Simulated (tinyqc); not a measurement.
MOS inversion layer, Poisson-Schroedinger loop: course of the self-consistent loop.

Electrons confined at an insulator interface at z = 0, treated as a hard wall; parabolic valleys, Hartree approximation, no image or exchange terms. The depletion charge lies far deeper than the electrons and gives a uniform field q Nd/(eps0 eps_r); the gate balances all charge. Energies are counted from the band edge at the interface.

V0 = q Nd z/(eps0 eps_r) in eV.

Tridiagonal Hamiltonian with psi = 0 one step beyond both ends: H_ii = C (1/m_(i-1/2) + 1/m_(i+1/2))/hz^2 + V0_i + U_i (+ dE for the set B), H_(i,i+1) = -C/(m_(i+1/2) hz^2), C = hbar^2/(2 m0). The lowest 2 level(s) of each valley set are kept, normalised to hz sum |psi|^2 = 1. The mass is the same on all intervals.

Level k holds N_k = D_k Vt ln(1 + exp((EF - E_k)/Vt)) with D = 2 md1 m0 q/(pi hbar^2) for the set A, D = 4 md2 m0 q/(pi hbar^2) for the set B per eV (spin included); EF is fixed by sum N_k = Ns.

n_i = sum_k N_k |psi_k|^2 (converted to cm^-3). Hartree part by Gauss: on the interval before node i the electrons still beyond are S_i = Ns - hz sum_(j<i) n_j, and U_i = U_(i-1) + q S_i hz/(eps0 eps_r) in eV, U_0 = 0 at the interface. Mixing: U(new) = U + a (U(out) - U).

Start from U = 0. Stop when the largest |U(out) - U| is below 1e-7 eV, or after 120 rounds.

Values chosen for this exercise; masses and permittivity close to those of silicon (100):
```
symbol   value   unit                                     meaning
T          300      K                                 temperature
eps_r     11.6                              relative permittivity
mz1      0.927     m0  mass along z of valley set A (2 valley(s))
md1      0.192     m0    in-plane density-of-states mass of set A
mz2      0.192     m0  mass along z of valley set B (4 valley(s))
md2      0.422     m0    in-plane density-of-states mass of set B
Ns      1.3e13  cm^-2                  sheet density of electrons
Nd      1.7e12  cm^-2           sheet density of depletion charge
dE           0     eV               extra shift of set B (strain)
hz        0.67     nm                                   mesh step
a          0.5                                      mixing factor
```

Constants: q = 1.602176634e-19 C, kB = 1.380649e-23 J/K, hbar = 1.054571817e-34 J s, m0 = 9.1093837015e-31 kg, Vt = kB T/q, eps0 = 8.8541878128e-14 F/cm where lengths are in cm, hbar^2/(2 m0) = 0.0380998212 eV nm^2. Results are converted to the units shown.

z, node 1 to 16 (nm): 0.67  1.34  2.01  2.68  3.35  4.02  4.69  5.36  6.03  6.7  7.37  8.04  8.71  9.38  10.05  10.72

Course of the iteration:
```
round  level A1 (eV)    EF (eV)  largest |U(out) - U| (eV)
1          0.0708156  0.0965933                      0.512
2           0.192381   0.253389                     0.0828
3           0.228780   0.286450                     0.0429
4           0.247562   0.304703                     0.0207
5           0.256816   0.313864                    9.93e-3
6           0.261350   0.318365                    4.80e-3
7           0.263582   0.320585                    2.34e-3
8           0.264686   0.321683                    1.15e-3
9           0.265232   0.322228                    5.64e-4
...              ...        ...                        ...
14          0.265756   0.322751                    1.70e-5
15          0.265765   0.322759                    8.45e-6
16          0.265769   0.322764                    4.21e-6
17          0.265771   0.322766                    2.10e-6
18          0.265772   0.322767                    1.05e-6
19          0.265773   0.322767                    5.24e-7
20          0.265773   0.322767                    2.62e-7
21          0.265773   0.322768                    1.31e-7
22          0.265773   0.322768                    6.53e-8
```

Did this iteration meet its convergence test, and what does its course show?

Yes. Converged in 22 rounds. Towards the end the residual shrinks by a factor of about 0.50 a round.

tinyqc, about 1 s, one thread, Intel Xeon 2.30GHz (shared host): `OMP_NUM_THREADS=1 python tinyqc.py 2160120 2160121 out.jsonl`
